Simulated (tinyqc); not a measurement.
Inside a calculation. Method: MP2 on RHF in the 3-21g basis, for H3+, spin multiplicity 1. Computed by tinyqc, a small Python program that keeps every step (integrals from PySCF). Settings: charge = 1, multiplicity = 1, basis = 3-21g, method = RHF, energy threshold = 1e-10, iteration cap = 63, orthogonalisation = canonical, start = core, DIIS depth = 6. Command: `OMP_NUM_THREADS=1 python tinyqc.py 23157 23158 out.jsonl` (the two numbers bound the seeds that draw the settings). One thread of a shared host (Intel(R) Xeon(R) Processor @ 2.60GHz), about 0.1 s of CPU time with the checks. The early iterations of the SCF are left out here.

## One-electron integrals

Geometry (angstrom):
```
atom         x         y          z
H     0.000000  0.000000   0.000000
H     0.000000  0.000000   0.925000
H     0.000000  0.000000  -0.925000
```

Basis 3-21g: exponents (1/bohr^2) and contraction coefficients of normalised primitives:
```
element  l (shell)  exponent  coefficient
H            s (1)  5.447178     0.156285
H            s (1)  0.824547     0.904691
H            s (2)  0.183192     1.000000
```

Overlap, kinetic and nuclear-attraction integrals over the contracted functions; the nuclear repulsion is the sum of Za Zb / Rab.

nuclear repulsion = 1.43020868 hartree

overlap S, lower triangle:
```
          1H 1s     1H 2s     2H 1s     2H 2s     3H 1s     3H 2s
1H 1s  1.000000
1H 2s  0.645899  1.000000
2H 1s  0.249852  0.406891  1.000000
2H 2s  0.406891  0.755881  0.645899  1.000000
3H 1s  0.249852  0.406891  0.005330  0.101906  1.000000
3H 2s  0.406891  0.755881  0.101906  0.326448  0.645899  1.000000
```

kinetic energy T (hartree), lower triangle:
```
          1H 1s     1H 2s      2H 1s      2H 2s     3H 1s     3H 2s
1H 1s  1.549405
1H 2s  0.293152  0.274788
2H 1s  0.028431  0.127629   1.549405
2H 2s  0.127629  0.168953   0.293152   0.274788
3H 1s  0.028431  0.127629  -0.015737  -0.010658  1.549405
3H 2s  0.127629  0.168953  -0.010658   0.022756  0.293152  0.274788
```

nuclear attraction V (hartree), lower triangle:
```
           1H 1s      1H 2s      2H 1s      2H 2s      3H 1s      3H 2s
1H 1s  -2.863679
1H 2s  -1.512507  -1.673200
2H 1s  -0.623789  -0.874348  -2.578340
2H 2s  -0.944467  -1.224926  -1.332339  -1.463352
3H 1s  -0.623789  -0.874348  -0.013824  -0.223497  -2.578340
3H 2s  -0.944467  -1.224926  -0.223497  -0.546213  -1.332339  -1.463352
```

core Hamiltonian H = T + V (hartree), lower triangle:
```
           1H 1s      1H 2s      2H 1s      2H 2s      3H 1s      3H 2s
1H 1s  -1.314275
1H 2s  -1.219355  -1.398412
2H 1s  -0.595358  -0.746719  -1.028936
2H 2s  -0.816838  -1.055973  -1.039187  -1.188564
3H 1s  -0.595358  -0.746719  -0.029561  -0.234155  -1.028936
3H 2s  -0.816838  -1.055973  -0.234155  -0.523457  -1.039187  -1.188564
```

## Two-electron integrals

Functions are numbered as in S; the eight-fold symmetry (ij|kl) = (ji|kl) = (kl|ij) leaves the list below.

Two-electron integrals (ij|kl) in chemists' order, unique and non-zero (hartree):
```
(11|11) 1.140145   (21|11) 0.611403   (21|21) 0.345152   (22|11) 0.626370
(22|21) 0.380329   (22|22) 0.482957   (31|11) 0.219202   (31|21) 0.126449
(31|22) 0.143656   (31|31) 0.064611   (32|11) 0.255148   (32|21) 0.156580
(32|22) 0.200787   (32|31) 0.086404   (32|32) 0.136326   (33|11) 0.561818
(33|21) 0.353594   (33|22) 0.474645   (33|31) 0.219202   (33|32) 0.376365
(33|33) 1.140145   (41|11) 0.376365   (41|21) 0.213584   (41|22) 0.237432
(41|31) 0.086404   (41|32) 0.109707   (41|33) 0.255148   (41|41) 0.136326
(42|11) 0.438721   (42|21) 0.268694   (42|22) 0.348722   (42|31) 0.116887
(42|32) 0.175690   (42|33) 0.438721   (42|41) 0.175690   (42|42) 0.275941
(43|11) 0.353594   (43|21) 0.221108   (43|22) 0.296588   (43|31) 0.126449
(43|32) 0.213584   (43|33) 0.611403   (43|41) 0.156580   (43|42) 0.268694
(43|43) 0.345152   (44|11) 0.474645   (44|21) 0.296588   (44|22) 0.406162
(44|31) 0.143656   (44|32) 0.237432   (44|33) 0.626370   (44|41) 0.200787
(44|42) 0.348722   (44|43) 0.380329   (44|44) 0.482957   (51|11) 0.219202
(51|21) 0.126449   (51|22) 0.143656   (51|31) 0.035471   (51|32) 0.043720
(51|33) 0.095662   (51|41) 0.071437   (51|42) 0.089285   (51|43) 0.061620
(51|44) 0.091511   (51|51) 0.064611   (52|11) 0.255148   (52|21) 0.156580
(52|22) 0.200787   (52|31) 0.043720   (52|32) 0.057209   (52|33) 0.127527
(52|41) 0.087799   (52|42) 0.121050   (52|43) 0.082288   (52|44) 0.125125
(52|51) 0.086404   (52|52) 0.136326   (53|11) 0.005717   (53|21) 0.003136
(53|22) 0.003291   (53|31) 0.001135   (53|32) 0.001347   (53|33) 0.002991
(53|41) 0.001934   (53|42) 0.002311   (53|43) 0.001876   (53|44) 0.002513
(53|51) 0.001135   (53|52) 0.001347   (53|53) 0.000029   (54|11) 0.072836
(54|21) 0.043718   (54|22) 0.053527   (54|31) 0.012471   (54|32) 0.015973
(54|33) 0.035382   (54|41) 0.024774   (54|42) 0.033008   (54|43) 0.022793
(54|44) 0.034181   (54|51) 0.022688   (54|52) 0.033404   (54|53) 0.000382
(54|54) 0.008457   (55|11) 0.561818   (55|21) 0.353594   (55|22) 0.474645
(55|31) 0.095662   (55|32) 0.127527   (55|33) 0.286040   (55|41) 0.194862
(55|42) 0.276785   (55|43) 0.184741   (55|44) 0.284267   (55|51) 0.219202
(55|52) 0.376365   (55|53) 0.002991   (55|54) 0.088136   (55|55) 1.140145
(61|11) 0.376365   (61|21) 0.213584   (61|22) 0.237432   (61|31) 0.071437
(61|32) 0.087799   (61|33) 0.194862   (61|41) 0.128324   (61|42) 0.160618
(61|43) 0.123547   (61|44) 0.172499   (61|51) 0.086404   (61|52) 0.109707
(61|53) 0.001934   (61|54) 0.030075   (61|55) 0.255148   (61|61) 0.136326
(62|11) 0.438721   (62|21) 0.268694   (62|22) 0.348722   (62|31) 0.089285
(62|32) 0.121050   (62|33) 0.276785   (62|41) 0.160618   (62|42) 0.232063
(62|43) 0.176275   (62|44) 0.255855   (62|51) 0.116887   (62|52) 0.175690
(62|53) 0.002311   (62|54) 0.044936   (62|55) 0.438721   (62|61) 0.175690
(62|62) 0.275941   (63|11) 0.072836   (63|21) 0.043718   (63|22) 0.053527
(63|31) 0.022688   (63|32) 0.033404   (63|33) 0.088136   (63|41) 0.030075
(63|42) 0.044936   (63|43) 0.050764   (63|44) 0.057883   (63|51) 0.012471
(63|52) 0.015973   (63|53) 0.000382   (63|54) 0.004491   (63|55) 0.035382
(63|61) 0.024774   (63|62) 0.033008   (63|63) 0.008457   (64|11) 0.204478
(64|21) 0.124158   (64|22) 0.157660   (64|31) 0.046896   (64|32) 0.065547
(64|33) 0.154947   (64|41) 0.077509   (64|42) 0.113840   (64|43) 0.096821
(64|44) 0.132591   (64|51) 0.046896   (64|52) 0.065547   (64|53) 0.001074
(64|54) 0.017474   (64|55) 0.154947   (64|61) 0.077509   (64|62) 0.113840
(64|63) 0.017474   (64|64) 0.051468   (65|11) 0.353594   (65|21) 0.221108
(65|22) 0.296588   (65|31) 0.061620   (65|32) 0.082288   (65|33) 0.184741
(65|41) 0.123547   (65|42) 0.176275   (65|43) 0.119284   (65|44) 0.182899
(65|51) 0.126449   (65|52) 0.213584   (65|53) 0.001876   (65|54) 0.050764
(65|55) 0.611403   (65|61) 0.156580   (65|62) 0.268694   (65|63) 0.022793
(65|64) 0.096821   (65|65) 0.345152   (66|11) 0.474645   (66|21) 0.296588
(66|22) 0.406162   (66|31) 0.091511   (66|32) 0.125125   (66|33) 0.284267
(66|41) 0.172499   (66|42) 0.255855   (66|43) 0.182899   (66|44) 0.276220
(66|51) 0.143656   (66|52) 0.237432   (66|53) 0.002513   (66|54) 0.057883
(66|55) 0.626370   (66|61) 0.200787   (66|62) 0.348722   (66|63) 0.034181
(66|64) 0.132591   (66|65) 0.380329   (66|66) 0.482957
```

## Orthogonalisation

S = U s U^T; canonical form X = U s^(-1/2), so that X^T S X = 1. Each column of U has its largest component positive (the first on a tie).

eigenvalues of S: 0.055901  0.266918  0.447929  0.678618  1.401304  3.149330

X:
```
               1          2          3          4          5         6
1H 1s  -0.773600   0.000000   0.650061   0.956666   0.000000  0.222693
1H 2s   3.235760   0.000000  -0.510685   0.117623   0.000000  0.302666
2H 1s   0.257161  -0.819440   0.733628  -0.494086   0.478443  0.168633
2H 2s  -1.828649   1.096244  -0.486157  -0.167773   0.357635  0.244391
3H 1s   0.257161   0.819440   0.733628  -0.494086  -0.478443  0.168633
3H 2s  -1.828649  -1.096244  -0.486157  -0.167773  -0.357635  0.244391
```

## Iteration 6 (converged): orbitals

converged F (hartree), lower triangle:
```
           1H 1s      1H 2s      2H 1s      2H 2s      3H 1s      3H 2s
1H 1s  -0.365882
1H 2s  -0.819232  -0.824967
2H 1s  -0.510672  -0.553134  -0.168869
2H 2s  -0.609511  -0.647274  -0.607505  -0.594605
3H 1s  -0.510672  -0.553134  -0.117102  -0.268657  -0.168869
3H 2s  -0.609511  -0.647274  -0.268657  -0.411864  -0.607505  -0.594605
```

Diagonalise F' = X^T F X, C = X C', fill 1 alpha and 1 beta electrons from the bottom; D = 2 C_occ C_occ^T. Each column has its largest component positive (the first on a tie).

F' = X^T F X (hartree), lower triangle:
```
           1          2          3          4          5          6
1   0.560178
2   0.000000   0.708812
3  -0.080945   0.000000   0.623013
4  -0.508062   0.000000  -0.102844   0.519077
5   0.000000  -0.259537   0.000000   0.000000  -0.302364
6  -0.033717   0.000000  -0.134415  -0.094466   0.000000  -0.998919
```

orbital energies (hartree): MO1 -1.020789, MO2 -0.365089, MO3 0.017009, MO4 0.657928, MO5 0.771536, MO6 1.049202

coefficients C:
```
            MO1        MO2        MO3        MO4        MO5        MO6
1H 1s  0.318197   0.000000   0.243024  -0.621226   0.000000  -1.199836
1H 2s  0.435069   0.000000   2.147562   1.026177   0.000000   2.232048
2H 1s  0.204339   0.272557  -0.056170  -0.727362  -0.908902   0.550395
2H 2s  0.088460   0.605150  -1.474740   0.194526   0.981553  -1.203187
3H 1s  0.204339  -0.272557  -0.056170  -0.727362   0.908902   0.550395
3H 2s  0.088460  -0.605150  -1.474740   0.194526  -0.981553  -1.203187
```

D after iteration 6, lower triangle:
```
          1H 1s     1H 2s     2H 1s     2H 2s     3H 1s     3H 2s
1H 1s  0.202499
1H 2s  0.276875  0.378569
2H 1s  0.130040  0.177803  0.083509
2H 2s  0.056295  0.076972  0.036152  0.015650
3H 1s  0.130040  0.177803  0.083509  0.036152  0.083509
3H 2s  0.056295  0.076972  0.036152  0.015650  0.036152  0.015650
```

## Convergence

Stop when the energy changes by less than 1e-10 hartree and every element of the error matrix X^T (F D S - S D F) X is below 3e-06.

Course of the cycle:
```
iteration  E (hartree)     change  largest element of the error matrix
1          -1.15951276          -                             2.83e-01
2          -1.20732124  -4.78e-02                             3.17e-02
3          -1.20811555  -7.94e-04                             2.50e-03
4          -1.20811917  -3.62e-06                             1.10e-04
5          -1.20811918  -9.57e-09                             9.99e-06
6          -1.20811918  -5.92e-11                             1.03e-08
```

PySCF RHF in the same basis = -1.20811918 hartree

Converged in 6 iterations.

## Integrals over molecular orbitals

(pq|rs) = sum C_ip C_jq C_kr C_ls (ij|kl), one index at a time.

one-electron integrals over orbitals h = C^T H C (hartree), lower triangle:
```
           1          2          3          4          5          6
1  -1.617539
2   0.000000  -1.166735
3  -0.090703   0.000000  -0.734028
4   0.089617   0.000000  -0.041088  -0.249027
5   0.000000   0.159846   0.000000   0.000000  -0.059973
6   0.074764   0.000000   0.223801  -0.043166   0.000000  -0.023096
```

Two-electron integrals over orbitals (pq|rs), unique and non-zero (hartree):
```
(11|11) 0.596750    (21|21) 0.123074    (22|11) 0.462360    (22|22) 0.458155
(31|11) 0.090703    (31|22) -0.000326   (31|31) 0.063826    (32|21) -0.085741
(32|32) 0.094375    (33|11) 0.407431    (33|22) 0.381193    (33|31) 0.017375
(33|33) 0.363308    (41|11) -0.089617   (41|22) -0.075907   (41|31) -0.008254
(41|33) -0.046294   (41|41) 0.060477    (42|21) -0.063069   (42|32) 0.036672
(42|42) 0.057791    (43|11) 0.016417    (43|22) 0.030098    (43|31) -0.009849
(43|33) 0.008130    (43|41) -0.003954   (43|43) 0.016835    (44|11) 0.483716
(44|22) 0.426909    (44|31) 0.037322    (44|33) 0.360111    (44|41) -0.065607
(44|43) 0.029673    (44|44) 0.445373    (51|21) -0.064636   (51|32) 0.031916
(51|42) 0.054652    (51|51) 0.054073    (52|11) -0.112241   (52|22) -0.104745
(52|31) -0.003365   (52|33) -0.046713   (52|41) 0.059862    (52|43) -0.023497
(52|44) -0.102685   (52|52) 0.086219    (53|21) -0.005822   (53|32) 0.023666
(53|42) -0.017828   (53|51) -0.016134   (53|53) 0.031250    (54|21) 0.125551
(54|32) -0.090326   (54|42) -0.075373   (54|51) -0.075050   (54|53) -0.000402
(54|54) 0.145788    (55|11) 0.442791    (55|22) 0.443931    (55|31) -0.003613
(55|33) 0.362011    (55|41) -0.084699   (55|43) 0.031970    (55|44) 0.426857
(55|52) -0.117853   (55|55) 0.455759    (61|11) -0.074764   (61|22) 0.018837
(61|31) -0.066493   (61|33) -0.027643   (61|41) 0.013547    (61|43) 0.027809
(61|44) -0.006958   (61|52) -0.019555   (61|55) 0.029322    (61|61) 0.103231
(62|21) 0.062455    (62|32) -0.035326   (62|42) -0.047437   (62|51) -0.046361
(62|53) 0.017728    (62|54) 0.072750    (62|62) 0.049316    (63|11) -0.145147
(63|22) -0.070800   (63|31) -0.051118   (63|33) -0.053943   (63|41) 0.047055
(63|43) -0.000868   (63|44) -0.091031   (63|52) 0.049290    (63|55) -0.067071
(63|61) 0.055193    (63|63) 0.080336    (64|11) 0.028356    (64|22) -0.044716
(64|31) 0.051994    (64|33) -0.003580   (64|41) 0.020343    (64|43) -0.020265
(64|44) -0.011284   (64|52) 0.039235    (64|55) -0.060903   (64|61) -0.070325
(64|63) -0.025893   (64|64) 0.072509    (65|21) -0.095281   (65|32) 0.078864
(65|42) 0.061956    (65|51) 0.058944    (65|53) 0.003660    (65|54) -0.113270
(65|62) -0.055404   (65|65) 0.095887    (66|11) 0.587764    (66|22) 0.445066
(66|31) 0.098072    (66|33) 0.411940    (66|41) -0.108912   (66|43) 0.002239
(66|44) 0.473088    (66|52) -0.108716   (66|55) 0.435482    (66|61) -0.113199
(66|63) -0.163591   (66|64) 0.044760    (66|66) 0.634351
```

## Second-order Moller-Plesset energy

Hartree-Fock energy = -1.20811918 hartree

E2 = sum_ijab (ia|jb) [2 (ia|jb) - (ib|ja)] / (e_i + e_j - e_a - e_b) over occupied i, j and virtual a, b; the opposite-spin part is (ia|jb)^2 / denominator, the rest is same-spin, and SCS-MP2 scales them by 6/5 and 1/3.

Terms:
```
i  j  a  b    (ia|jb)    (ib|ja)  denominator       term
1  1  2  2   0.123074   0.123074    -1.311401  -0.011550
1  1  6  6   0.103231   0.103231    -4.139982  -0.002574
1  1  3  3   0.063826   0.063826    -2.075596  -0.001963
1  1  2  5  -0.064636  -0.064636    -2.448026  -0.001707
1  1  5  2  -0.064636  -0.064636    -2.448026  -0.001707
1  1  3  6  -0.066493  -0.066493    -3.107789  -0.001423
1  1  6  3  -0.066493  -0.066493    -3.107789  -0.001423
1  1  4  4   0.060477   0.060477    -3.357434  -0.001089
1  1  5  5   0.054073   0.054073    -3.584650  -0.000816
1  1  4  6   0.013547   0.013547    -3.748708  -0.000049
1  1  6  4   0.013547   0.013547    -3.748708  -0.000049
1  1  3  4  -0.008254  -0.008254    -2.716515  -0.000025
1  1  4  3  -0.008254  -0.008254    -2.716515  -0.000025
```

Pair energies (hartree; pair i-j sums ij and ji):
```
pair  opposite spin  same spin
1-1       -0.024399          0
```

MP2 correlation energy = -0.02439886 hartree

SCS-MP2 correlation energy = -0.02927864 hartree

MP2 total energy = -1.23251805 hartree
